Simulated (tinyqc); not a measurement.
Worked calculation (part 1 of 2): UHF in the sto-3g basis, for BeH2, spin multiplicity 1. This run ends on a higher stationary point, not on the lowest solution. Computed by tinyqc, a small Python program that keeps every step (integrals from PySCF). Settings: charge = 0, multiplicity = 1, basis = sto-3g, energy threshold = 1e-10, iteration cap = 90, orthogonalisation = canonical, start = core, DIIS depth = 6, method = UHF, break = 0.7. Command: `OMP_NUM_THREADS=1 python tinyqc.py 21994 21995 out.jsonl` (the two numbers bound the seeds that draw the settings). One thread of a shared host (Intel(R) Xeon(R) Processor @ 2.60GHz), about 0.2 s of CPU time with the checks. Later iterations appear only in the table of the cycle.

## One-electron integrals

Geometry (angstrom):
```
atom       x        y       z
Be    0.0000   0.0000  0.0000
H     0.0000   1.9000  0.0000
H     0.0000  -1.9000  0.0000
```

Basis sto-3g: exponents (1/bohr^2) and contraction coefficients of normalised primitives:
```
element  l (shell)  exponent  coefficient
Be           s (1)   30.1679       0.1543
Be           s (1)    5.4951       0.5353
Be           s (1)    1.4872       0.4446
Be           s (2)    1.3148      -0.1000
Be           s (2)    0.3055       0.3995
Be           s (2)    0.0994       0.7001
Be           p (3)    1.3148       0.1559
Be           p (3)    0.3055       0.6077
Be           p (3)    0.0994       0.3920
H            s (1)    3.4253       0.1543
H            s (1)    0.6239       0.5353
H            s (1)    0.1689       0.4446
```

Overlap, kinetic and nuclear-attraction integrals over the contracted functions; the nuclear repulsion is the sum of Za Zb / Rab.

nuclear repulsion = 2.367372 hartree

overlap S:
```
         1Be 1s  1Be 2s  1Be 2px  1Be 2py  1Be 2pz   2H 1s    3H 1s
1Be 1s   1.0000  0.2595   0.0000   0.0000   0.0000  0.0202   0.0202
1Be 2s   0.2595  1.0000   0.0000   0.0000   0.0000  0.2608   0.2608
1Be 2px  0.0000  0.0000   1.0000   0.0000   0.0000  0.0000   0.0000
1Be 2py  0.0000  0.0000   0.0000   1.0000   0.0000  0.3436  -0.3436
1Be 2pz  0.0000  0.0000   0.0000   0.0000   1.0000  0.0000   0.0000
2H 1s    0.0202  0.2608   0.0000   0.3436   0.0000  1.0000   0.0029
3H 1s    0.0202  0.2608   0.0000  -0.3436   0.0000  0.0029   1.0000
```

kinetic energy T (hartree):
```
          1Be 1s   1Be 2s  1Be 2px  1Be 2py  1Be 2pz    2H 1s    3H 1s
1Be 1s    6.6940  -0.0330   0.0000   0.0000   0.0000  -0.0064  -0.0064
1Be 2s   -0.0330   0.2111   0.0000   0.0000   0.0000   0.0112   0.0112
1Be 2px   0.0000   0.0000   0.6606   0.0000   0.0000   0.0000   0.0000
1Be 2py   0.0000   0.0000   0.0000   0.6606   0.0000   0.0567  -0.0567
1Be 2pz   0.0000   0.0000   0.0000   0.0000   0.6606   0.0000   0.0000
2H 1s    -0.0064   0.0112   0.0000   0.0567   0.0000   0.7600  -0.0018
3H 1s    -0.0064   0.0112   0.0000  -0.0567   0.0000  -0.0018   0.7600
```

nuclear attraction V (hartree):
```
           1Be 1s   1Be 2s  1Be 2px  1Be 2py  1Be 2pz    2H 1s    3H 1s
1Be 1s   -15.1181  -2.0438   0.0000   0.0000   0.0000  -0.1575  -0.1575
1Be 2s    -2.0438  -2.8635   0.0000   0.0000   0.0000  -0.6314  -0.6314
1Be 2px    0.0000   0.0000  -2.8034   0.0000   0.0000   0.0000   0.0000
1Be 2py    0.0000   0.0000   0.0000  -2.9271   0.0000  -0.8074   0.8074
1Be 2pz    0.0000   0.0000   0.0000   0.0000  -2.8034   0.0000   0.0000
2H 1s     -0.1575  -0.6314   0.0000  -0.8074   0.0000  -2.4792  -0.0091
3H 1s     -0.1575  -0.6314   0.0000   0.8074   0.0000  -0.0091  -2.4792
```

core Hamiltonian H = T + V (hartree):
```
          1Be 1s   1Be 2s  1Be 2px  1Be 2py  1Be 2pz    2H 1s    3H 1s
1Be 1s   -8.4241  -2.0768   0.0000   0.0000   0.0000  -0.1638  -0.1638
1Be 2s   -2.0768  -2.6524   0.0000   0.0000   0.0000  -0.6201  -0.6201
1Be 2px   0.0000   0.0000  -2.1428   0.0000   0.0000   0.0000   0.0000
1Be 2py   0.0000   0.0000   0.0000  -2.2665   0.0000  -0.7507   0.7507
1Be 2pz   0.0000   0.0000   0.0000   0.0000  -2.1428   0.0000   0.0000
2H 1s    -0.1638  -0.6201   0.0000  -0.7507   0.0000  -1.7192  -0.0109
3H 1s    -0.1638  -0.6201   0.0000   0.7507   0.0000  -0.0109  -1.7192
```

## Two-electron integrals

Functions are numbered as in S; the eight-fold symmetry (ij|kl) = (ji|kl) = (kl|ij) leaves the list below.

Two-electron integrals (ij|kl) in chemists' order, unique and non-zero (hartree):
```
(11|11) 2.2988      (21|11) 0.3920      (21|21) 0.0795      (22|11) 0.5710
(22|21) 0.1430      (22|22) 0.4177      (31|31) 0.0146      (32|31) 0.0219
(32|32) 0.0923      (33|11) 0.5696      (33|21) 0.1431      (33|22) 0.4176
(33|33) 0.4499      (41|41) 0.0146      (42|41) 0.0219      (42|42) 0.0923
(43|43) 0.0242      (44|11) 0.5696      (44|21) 0.1431      (44|22) 0.4176
(44|33) 0.4014      (44|44) 0.4499      (51|51) 0.0146      (52|51) 0.0219
(52|52) 0.0923      (53|53) 0.0242      (54|54) 0.0242      (55|11) 0.5696
(55|21) 0.1431      (55|22) 0.4176      (55|33) 0.4014      (55|44) 0.4014
(55|55) 0.4499      (61|11) 0.0300      (61|21) 0.0061      (61|22) 0.0111
(61|33) 0.0110      (61|41) 0.0006      (61|42) 0.0011      (61|44) 0.0112
(61|55) 0.0110      (61|61) 4.90e-04    (62|11) 0.1035      (62|21) 0.0265
(62|22) 0.0886      (62|33) 0.0850      (62|41) 0.0034      (62|42) 0.0236
(62|44) 0.0959      (62|55) 0.0850      (62|61) 0.0022      (62|62) 0.0332
(63|31) 0.0020      (63|32) 0.0102      (63|43) 0.0037      (63|63) 0.0024
(64|11) 0.1241      (64|21) 0.0320      (64|22) 0.1116      (64|33) 0.1053
(64|41) 0.0053      (64|42) 0.0361      (64|44) 0.1242      (64|55) 0.1053
(64|61) 0.0028      (64|62) 0.0465      (64|64) 0.0663      (65|51) 0.0020
(65|52) 0.0102      (65|54) 0.0037      (65|65) 0.0024      (66|11) 0.2783
(66|21) 0.0722      (66|22) 0.2710      (66|33) 0.2536      (66|41) 0.0088
(66|42) 0.0845      (66|44) 0.3054      (66|55) 0.2536      (66|61) 0.0062
(66|62) 0.1393      (66|64) 0.2040      (66|66) 0.7746      (71|11) 0.0300
(71|21) 0.0061      (71|22) 0.0111      (71|33) 0.0110      (71|41) -0.0006
(71|42) -0.0011     (71|44) 0.0112      (71|55) 0.0110      (71|61) 4.44e-04
(71|62) 0.0019      (71|64) 0.0022      (71|66) 0.0052      (71|71) 4.90e-04
(72|11) 0.1035      (72|21) 0.0265      (72|22) 0.0886      (72|33) 0.0850
(72|41) -0.0034     (72|42) -0.0236     (72|44) 0.0959      (72|55) 0.0850
(72|61) 0.0019      (72|62) 0.0144      (72|64) 0.0173      (72|66) 0.0439
(72|71) 0.0022      (72|72) 0.0332      (73|31) 0.0020      (73|32) 0.0102
(73|43) -0.0037     (73|63) 0.0007      (73|73) 0.0024      (74|11) -0.1241
(74|21) -0.0320     (74|22) -0.1116     (74|33) -0.1053     (74|41) 0.0053
(74|42) 0.0361      (74|44) -0.1242     (74|55) -0.1053     (74|61) -0.0022
(74|62) -0.0173     (74|64) -0.0207     (74|66) -0.0534     (74|71) -0.0028
(74|72) -0.0465     (74|74) 0.0663      (75|51) 0.0020      (75|52) 0.0102
(75|54) -0.0037     (75|65) 0.0007      (75|75) 0.0024      (76|11) 0.0018
(76|21) 4.47e-04    (76|22) 0.0013      (76|33) 0.0013      (76|44) 0.0013
(76|55) 0.0013      (76|61) 3.46e-05    (76|62) 2.72e-04    (76|64) 3.44e-04
(76|66) 0.0008      (76|71) 3.46e-05    (76|72) 2.72e-04    (76|74) -3.44e-04
(76|76) 3.86e-06    (77|11) 0.2783      (77|21) 0.0722      (77|22) 0.2710
(77|33) 0.2536      (77|41) -0.0088     (77|42) -0.0845     (77|44) 0.3054
(77|55) 0.2536      (77|61) 0.0052      (77|62) 0.0439      (77|64) 0.0534
(77|66) 0.1393      (77|71) 0.0062      (77|72) 0.1393      (77|74) -0.2040
(77|76) 0.0008      (77|77) 0.7746
```

## Orthogonalisation

S = U s U^T; canonical form X = U s^(-1/2), so that X^T S X = 1. Each column of U has its largest component positive (the first on a tie).

eigenvalues of S: 0.5127  0.5631  0.9741  1.0000  1.0000  1.4656  1.4844

X:
```
               1        2        3       4       5       6        7
1Be 1s    0.0000  -0.5183   0.8291  0.0000  0.0000  0.3496   0.0000
1Be 2s    0.0000   0.9570  -0.0187  0.0000  0.0000  0.5746   0.0000
1Be 2px   0.0000   0.0000   0.0000  0.0000  1.0000  0.0000   0.0000
1Be 2py   0.9861   0.0000   0.0000  0.0000  0.0000  0.0000   0.5812
1Be 2pz   0.0000   0.0000   0.0000  1.0000  0.0000  0.0000   0.0000
2H 1s    -0.6994  -0.5437  -0.4116  0.0000  0.0000  0.3391   0.4098
3H 1s     0.6994  -0.5437  -0.4116  0.0000  0.0000  0.3391  -0.4098
```

Within a degenerate level the vectors are fixed only up to a rotation; this is one choice.

## Starting guess

The start is the orbitals of the core Hamiltonian, with HOMO and LUMO mixed by +/-0.7 rad for the two spins; D(s) = C_occ C_occ^T for each spin.

D(alpha) at the start:
```
          1Be 1s   1Be 2s  1Be 2px  1Be 2py  1Be 2pz    2H 1s    3H 1s
1Be 1s    1.0736  -0.2833   0.0000   0.0000   0.0000   0.0071   0.0071
1Be 2s   -0.2833   1.0857   0.0000   0.0000   0.0000  -0.0126  -0.0126
1Be 2px   0.0000   0.0000   0.4061   0.5045   0.0602  -0.0264   0.0264
1Be 2py   0.0000   0.0000   0.5045   0.6266   0.0747  -0.0328   0.0328
1Be 2pz   0.0000   0.0000   0.0602   0.0747   0.0089  -0.0039   0.0039
2H 1s     0.0071  -0.0126  -0.0264  -0.0328  -0.0039   0.0019  -0.0016
3H 1s     0.0071  -0.0126   0.0264   0.0328   0.0039  -0.0016   0.0019
```

D(beta) at the start:
```
          1Be 1s   1Be 2s  1Be 2px  1Be 2py  1Be 2pz    2H 1s    3H 1s
1Be 1s    1.0736  -0.2833   0.0000   0.0000   0.0000   0.0071   0.0071
1Be 2s   -0.2833   1.0857   0.0000   0.0000   0.0000  -0.0126  -0.0126
1Be 2px   0.0000   0.0000   0.4061  -0.5045   0.0602   0.0264  -0.0264
1Be 2py   0.0000   0.0000  -0.5045   0.6266  -0.0747  -0.0328   0.0328
1Be 2pz   0.0000   0.0000   0.0602  -0.0747   0.0089   0.0039  -0.0039
2H 1s     0.0071  -0.0126   0.0264  -0.0328   0.0039   0.0019  -0.0016
3H 1s     0.0071  -0.0126  -0.0264   0.0328  -0.0039  -0.0016   0.0019
```

## Iteration 1: building the Fock matrix

J_ij = sum D_kl (ij|kl) with D = D(alpha) + D(beta), K_ij = sum D_kl (ik|jl) for each spin; F = H + J - K(s); E = tr D H + tr D J / 2 - 0.5 sum_s tr D(s) K(s) + E_nn.

Coulomb J (hartree):
```
         1Be 1s  1Be 2s  1Be 2px  1Be 2py  1Be 2pz   2H 1s    3H 1s
1Be 1s   6.8789  1.3501   0.0000   0.0000   0.0000  0.1039   0.1039
1Be 2s   1.3501  2.8053   0.0000   0.0000   0.0000  0.5655   0.5655
1Be 2px  0.0000  0.0000   2.8095   0.0000   0.0058  0.0000   0.0000
1Be 2py  0.0000  0.0000   0.0000   2.8252   0.0000  0.7022  -0.7022
1Be 2pz  0.0000  0.0000   0.0058   0.0000   2.7709  0.0000   0.0000
2H 1s    0.1039  0.5655   0.0000   0.7022   0.0000  1.6582   0.0087
3H 1s    0.1039  0.5655   0.0000  -0.7022   0.0000  0.0087   1.6582
```

exchange K(alpha) (hartree):
```
         1Be 1s  1Be 2s  1Be 2px  1Be 2py  1Be 2pz   2H 1s    3H 1s
1Be 1s   2.3479  0.4150   0.0000   0.0000   0.0000  0.0348   0.0348
1Be 2s   0.4150  0.5472   0.0000   0.0000   0.0000  0.1120   0.1120
1Be 2px  0.0000  0.0000   0.3006   0.2089   0.0256  0.0483  -0.0483
1Be 2py  0.0000  0.0000   0.2089   0.3778   0.0310  0.0907  -0.0907
1Be 2pz  0.0000  0.0000   0.0256   0.0310   0.1316  0.0072  -0.0072
2H 1s    0.0348  0.1120   0.0483   0.0907   0.0072  0.0625   0.0046
3H 1s    0.0348  0.1120  -0.0483  -0.0907  -0.0072  0.0046   0.0625
```

exchange K(beta) (hartree):
```
         1Be 1s  1Be 2s  1Be 2px  1Be 2py  1Be 2pz    2H 1s    3H 1s
1Be 1s   2.3479  0.4150   0.0000   0.0000   0.0000   0.0348   0.0348
1Be 2s   0.4150  0.5472   0.0000   0.0000   0.0000   0.1120   0.1120
1Be 2px  0.0000  0.0000   0.3006  -0.2089   0.0256  -0.0483   0.0483
1Be 2py  0.0000  0.0000  -0.2089   0.3778  -0.0310   0.0907  -0.0907
1Be 2pz  0.0000  0.0000   0.0256  -0.0310   0.1316  -0.0072   0.0072
2H 1s    0.0348  0.1120  -0.0483   0.0907  -0.0072   0.0625   0.0046
3H 1s    0.0348  0.1120   0.0483  -0.0907   0.0072   0.0046   0.0625
```

F(alpha) (hartree):
```
          1Be 1s   1Be 2s  1Be 2px  1Be 2py  1Be 2pz    2H 1s    3H 1s
1Be 1s   -3.8931  -1.1417   0.0000   0.0000   0.0000  -0.0947  -0.0947
1Be 2s   -1.1417  -0.3944   0.0000   0.0000   0.0000  -0.1666  -0.1666
1Be 2px   0.0000   0.0000   0.3661  -0.2089  -0.0198  -0.0483   0.0483
1Be 2py   0.0000   0.0000  -0.2089   0.1809  -0.0310  -0.1392   0.1392
1Be 2pz   0.0000   0.0000  -0.0198  -0.0310   0.4966  -0.0072   0.0072
2H 1s    -0.0947  -0.1666  -0.0483  -0.1392  -0.0072  -0.1235  -0.0068
3H 1s    -0.0947  -0.1666   0.0483   0.1392   0.0072  -0.0068  -0.1235
```

F(beta) (hartree):
```
          1Be 1s   1Be 2s  1Be 2px  1Be 2py  1Be 2pz    2H 1s    3H 1s
1Be 1s   -3.8931  -1.1417   0.0000   0.0000   0.0000  -0.0947  -0.0947
1Be 2s   -1.1417  -0.3944   0.0000   0.0000   0.0000  -0.1666  -0.1666
1Be 2px   0.0000   0.0000   0.3661   0.2089  -0.0198   0.0483  -0.0483
1Be 2py   0.0000   0.0000   0.2089   0.1809   0.0310  -0.1392   0.1392
1Be 2pz   0.0000   0.0000  -0.0198   0.0310   0.4966   0.0072  -0.0072
2H 1s    -0.0947  -0.1666   0.0483  -0.1392   0.0072  -0.1235  -0.0068
3H 1s    -0.0947  -0.1666  -0.0483   0.1392  -0.0072  -0.0068  -0.1235
```

total energy of this density = -14.454060 hartree

## Iteration 1: diagonalisation and new density

Diagonalise F' = X^T F X, C = X C', fill 3 alpha and 3 beta electrons from the bottom; D(s) = C_occ C_occ^T. Each column has its largest component positive (the first on a tie).

F' = X^T F X (alpha) (hartree):
```
         1        2        3        4        5        6        7
1   0.4459   0.0000   0.0000  -0.0205  -0.1385   0.0000   0.1712
2   0.0000  -0.1115   0.8776   0.0000   0.0000   0.5600   0.0000
3   0.0000   0.8776  -2.5607   0.0000   0.0000  -1.5693   0.0000
4  -0.0205   0.0000   0.0000   0.4966  -0.0198   0.0000  -0.0239
5  -0.1385   0.0000   0.0000  -0.0198   0.3661   0.0000  -0.1610
6   0.0000   0.5600  -1.5693   0.0000   0.0000  -1.2694   0.0000
7   0.1712   0.0000   0.0000  -0.0239  -0.1610   0.0000  -0.1107
```

orbital energies (alpha) (hartree): MO1 -3.8981, MO2 -0.2194, MO3 -0.1870, MO4 0.1759, MO5 0.2599, MO6 0.4995, MO7 0.6255

coefficients C (alpha):
```
             MO1      MO2      MO3      MO4      MO5      MO6      MO7
1Be 1s    0.9894  -0.1841   0.0000  -0.2556   0.0000   0.0000   0.0000
1Be 2s    0.0389   0.5440   0.0000   0.9741   0.0000   0.0000   0.0000
1Be 2px   0.0000   0.0000   0.2263   0.0000   0.7670  -0.1466  -0.5822
1Be 2py   0.0000   0.0000   0.3490   0.0000   0.5919   0.0000   0.9154
1Be 2pz   0.0000   0.0000   0.0335   0.0000   0.1137   0.9892  -0.0863
2H 1s    -0.0045   0.4779   0.5344  -0.5930  -0.4606   0.0000  -0.3991
3H 1s    -0.0045   0.4779  -0.5344  -0.5930   0.4606   0.0000   0.3991
```

F' = X^T F X (beta) (hartree):
```
        1        2        3        4        5        6        7
1  0.4459   0.0000   0.0000   0.0205   0.1385   0.0000   0.1712
2  0.0000  -0.1115   0.8776   0.0000   0.0000   0.5600   0.0000
3  0.0000   0.8776  -2.5607   0.0000   0.0000  -1.5693   0.0000
4  0.0205   0.0000   0.0000   0.4966  -0.0198   0.0000   0.0239
5  0.1385   0.0000   0.0000  -0.0198   0.3661   0.0000   0.1610
6  0.0000   0.5600  -1.5693   0.0000   0.0000  -1.2694   0.0000
7  0.1712   0.0000   0.0000   0.0239   0.1610   0.0000  -0.1107
```

orbital energies (beta) (hartree): MO1 -3.8981, MO2 -0.2194, MO3 -0.1870, MO4 0.1759, MO5 0.2599, MO6 0.4995, MO7 0.6255

coefficients C (beta):
```
             MO1      MO2      MO3      MO4      MO5      MO6      MO7
1Be 1s    0.9894  -0.1841   0.0000  -0.2556   0.0000   0.0000   0.0000
1Be 2s    0.0389   0.5440   0.0000   0.9741   0.0000   0.0000   0.0000
1Be 2px   0.0000   0.0000  -0.2263   0.0000   0.7670  -0.1466   0.5822
1Be 2py   0.0000   0.0000   0.3490   0.0000  -0.5919   0.0000   0.9154
1Be 2pz   0.0000   0.0000  -0.0335   0.0000   0.1137   0.9892   0.0863
2H 1s    -0.0045   0.4779   0.5344  -0.5930   0.4606   0.0000  -0.3991
3H 1s    -0.0045   0.4779  -0.5344  -0.5930  -0.4606   0.0000   0.3991
```

D(alpha) after iteration 1:
```
          1Be 1s   1Be 2s  1Be 2px  1Be 2py  1Be 2pz    2H 1s    3H 1s
1Be 1s    1.0129  -0.0616   0.0000   0.0000   0.0000  -0.0925  -0.0925
1Be 2s   -0.0616   0.2975   0.0000   0.0000   0.0000   0.2598   0.2598
1Be 2px   0.0000   0.0000   0.0512   0.0790   0.0076   0.1209  -0.1209
1Be 2py   0.0000   0.0000   0.0790   0.1218   0.0117   0.1865  -0.1865
1Be 2pz   0.0000   0.0000   0.0076   0.0117   0.0011   0.0179  -0.0179
2H 1s    -0.0925   0.2598   0.1209   0.1865   0.0179   0.5140  -0.0572
3H 1s    -0.0925   0.2598  -0.1209  -0.1865  -0.0179  -0.0572   0.5140
```

D(beta) after iteration 1:
```
          1Be 1s   1Be 2s  1Be 2px  1Be 2py  1Be 2pz    2H 1s    3H 1s
1Be 1s    1.0129  -0.0616   0.0000   0.0000   0.0000  -0.0925  -0.0925
1Be 2s   -0.0616   0.2975   0.0000   0.0000   0.0000   0.2598   0.2598
1Be 2px   0.0000   0.0000   0.0512  -0.0790   0.0076  -0.1209   0.1209
1Be 2py   0.0000   0.0000  -0.0790   0.1218  -0.0117   0.1865  -0.1865
1Be 2pz   0.0000   0.0000   0.0076  -0.0117   0.0011  -0.0179   0.0179
2H 1s    -0.0925   0.2598  -0.1209   0.1865  -0.0179   0.5140  -0.0572
3H 1s    -0.0925   0.2598   0.1209  -0.1865   0.0179  -0.0572   0.5140
```

## Iteration 2: building the Fock matrix

As before.

Coulomb J (hartree):
```
         1Be 1s  1Be 2s  1Be 2px  1Be 2py  1Be 2pz   2H 1s    3H 1s
1Be 1s   6.0483  1.1561   0.0000   0.0000   0.0000  0.0891   0.0891
1Be 2s   1.1561  2.4149   0.0000   0.0000   0.0000  0.5720   0.5720
1Be 2px  0.0000  0.0000   2.3585   0.0000   0.0007  0.0000   0.0000
1Be 2py  0.0000  0.0000   0.0000   2.5225   0.0000  0.7451  -0.7451
1Be 2pz  0.0000  0.0000   0.0007   0.0000   2.3536  0.0000   0.0000
2H 1s    0.0891  0.5720   0.0000   0.7451   0.0000  2.1256   0.0075
3H 1s    0.0891  0.5720   0.0000  -0.7451   0.0000  0.0075   2.1256
```

exchange K(alpha) (hartree):
```
         1Be 1s  1Be 2s  1Be 2px  1Be 2py  1Be 2pz    2H 1s    3H 1s
1Be 1s   2.3024  0.4063   0.0000   0.0000   0.0000   0.0308   0.0308
1Be 2s   0.4063  0.3357   0.0000   0.0000   0.0000   0.2015   0.2015
1Be 2px  0.0000  0.0000   0.0805   0.0600   0.0032   0.0393  -0.0393
1Be 2py  0.0000  0.0000   0.0600   0.2943   0.0089   0.2320  -0.2320
1Be 2pz  0.0000  0.0000   0.0032   0.0089   0.0592   0.0058  -0.0058
2H 1s    0.0308  0.2015   0.0393   0.2320   0.0058   0.5636  -0.0029
3H 1s    0.0308  0.2015  -0.0393  -0.2320  -0.0058  -0.0029   0.5636
```

exchange K(beta) (hartree):
```
         1Be 1s  1Be 2s  1Be 2px  1Be 2py  1Be 2pz    2H 1s    3H 1s
1Be 1s   2.3024  0.4063   0.0000   0.0000   0.0000   0.0308   0.0308
1Be 2s   0.4063  0.3357   0.0000   0.0000   0.0000   0.2015   0.2015
1Be 2px  0.0000  0.0000   0.0805  -0.0600   0.0032  -0.0393   0.0393
1Be 2py  0.0000  0.0000  -0.0600   0.2943  -0.0089   0.2320  -0.2320
1Be 2pz  0.0000  0.0000   0.0032  -0.0089   0.0592  -0.0058   0.0058
2H 1s    0.0308  0.2015  -0.0393   0.2320  -0.0058   0.5636  -0.0029
3H 1s    0.0308  0.2015   0.0393  -0.2320   0.0058  -0.0029   0.5636
```

F(alpha) (hartree):
```
          1Be 1s   1Be 2s  1Be 2px  1Be 2py  1Be 2pz    2H 1s    3H 1s
1Be 1s   -4.6783  -1.3270   0.0000   0.0000   0.0000  -0.1056  -0.1056
1Be 2s   -1.3270  -0.5732   0.0000   0.0000   0.0000  -0.2497  -0.2497
1Be 2px   0.0000   0.0000   0.1351  -0.0600  -0.0025  -0.0393   0.0393
1Be 2py   0.0000   0.0000  -0.0600  -0.0383  -0.0089  -0.2376   0.2376
1Be 2pz   0.0000   0.0000  -0.0025  -0.0089   0.1516  -0.0058   0.0058
2H 1s    -0.1056  -0.2497  -0.0393  -0.2376  -0.0058  -0.1573  -0.0005
3H 1s    -0.1056  -0.2497   0.0393   0.2376   0.0058  -0.0005  -0.1573
```

F(beta) (hartree):
```
          1Be 1s   1Be 2s  1Be 2px  1Be 2py  1Be 2pz    2H 1s    3H 1s
1Be 1s   -4.6783  -1.3270   0.0000   0.0000   0.0000  -0.1056  -0.1056
1Be 2s   -1.3270  -0.5732   0.0000   0.0000   0.0000  -0.2497  -0.2497
1Be 2px   0.0000   0.0000   0.1351   0.0600  -0.0025   0.0393  -0.0393
1Be 2py   0.0000   0.0000   0.0600  -0.0383   0.0089  -0.2376   0.2376
1Be 2pz   0.0000   0.0000  -0.0025   0.0089   0.1516   0.0058  -0.0058
2H 1s    -0.1056  -0.2497   0.0393  -0.2376   0.0058  -0.1573  -0.0005
3H 1s    -0.1056  -0.2497  -0.0393   0.2376  -0.0058  -0.0005  -0.1573
```

total energy of this density = -15.328138 hartree
